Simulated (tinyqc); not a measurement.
Gaps across the alloy: virtual-crystal alloy in the empirical-pseudopotential method.

Empirical pseudopotential on the fcc lattice, atoms at +/- tau, tau = a (1,1,1)/8, no spin-orbit coupling. H(G,G') = c (2 pi/a)^2 |k + G|^2 delta + VS(q) cos(q.tau) + i VA(q) sin(q.tau), q = G - G', c = hbar^2/2m0; k and G in units of 2 pi/a; VS at |q|^2 = 3, 8, 11 and VA at 3, 4, 11, in rydberg, zero elsewhere. At each k the basis holds all G with |k + G|^2 up to 16; energies are counted from the fourth level at Gamma.

Virtual crystal A(1-x)B(x): a = (1 - x) a_A + x a_B. Rule linear: V = (1 - x) V_A + x V_B. Rule volume: V = [(1 - x) a_A^3 V_A + x a_B^3 V_B]/a^3, since a form factor is an atomic potential divided by the cell volume.

Constants: hbar^2/2m0 = 3.80998211 eV angstrom^2; Ry = 13.60569312 eV.

Values chosen for the exercise (classic local form factors of the size used for GaAs (A) and GaP (B), which place X and L only to a few tenths of an eV; the results hold for these values, not for the real material): a = (5.632, 5.44) angstrom (lattice constants of A, B); VSA = (-0.225, 0.01, 0.059) Ry (symmetric form factors of A); VAA = (0.07, 0.05, 0.009) Ry (antisymmetric form factors of A); VSB = (-0.222, 0.031, 0.072) Ry (symmetric form factors of B); VAB = (0.12, 0.069, 0.019) Ry (antisymmetric form factors of B); rule = linear (mixing rule).

Gaps from the valence top to the fifth band at Gamma, at L = (1/2,1/2,1/2) and at the lowest of k = (f,0,0), f = 0.70, 0.75, ..., 1.00. Bowing C = 4 [(E(0) + E(1))/2 - E(1/2)].

Gaps (eV):

| x | Gamma | Delta/X | f of the minimum | L | lowest |
|---|---|---|---|---|---|
| 0.000 | 1.389 | 1.557 | 0.95 | 1.553 | Gamma |
| 0.167 | 1.656 | 1.676 | 0.95 | 1.750 | Gamma |
| 0.333 | 1.910 | 1.793 | 1.00 | 1.941 | Delta/X |
| 0.500 | 2.151 | 1.909 | 1.00 | 2.125 | Delta/X |
| 0.667 | 2.380 | 2.023 | 1.00 | 2.304 | Delta/X |
| 0.833 | 2.599 | 2.136 | 1.00 | 2.475 | Delta/X |
| 1.000 | 2.807 | 2.247 | 1.00 | 2.641 | Delta/X |

bowing (eV): Gamma -0.212, Delta/X -0.027, L -0.114

What does the comparison show, and why?

The lowest valley changes: Gamma to Delta/X between x = 0.167 and 0.333. From A to B the Gamma gap moves by +1.42 eV, L by +1.09 eV and Delta/X by +0.69 eV; a move of Delta/X below about 0.4 eV is within the error of such form factors, sign included. The virtual crystal holds no disorder and no bond relaxation, so its bowing comes from the non-linear dependence on the mean potential and volume alone, and it may differ from measured bowing, which is positive in these alloys, in size and even in sign; crossings move with it.

Computed by tinyqc, a small Python program: `OMP_NUM_THREADS=1 python tinyqc.py 1051349 1051350 out.jsonl` (the numbers bound the seed that draws the inputs); one thread of a shared host (Intel(R) Xeon(R) Processor @ 2.30GHz), about 0.3 s for the whole set of steps.
